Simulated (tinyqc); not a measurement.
Ten-year voltage from two stress tests.

Inverse problem. Lifetimes follow tau = t0 exp(B/Vd). Ten years are 3.15576e8 s. Find B, t0 and the drain voltage for ten years.

lifetimes at Vd = 2.6 and 3 V (s): [57000, 289.673743]

Solution. ln(tau) is linear in 1/Vd.

B = 103.0 V
t0 = 3.557e-13 s
ten-year voltage = 2.135 V

Computed by the program tinyqc: `OMP_NUM_THREADS=1 python tinyqc.py 2550103 2550104 out.jsonl`, one thread of a shared Intel Xeon 2.30GHz, about 0.01 s for the whole run.
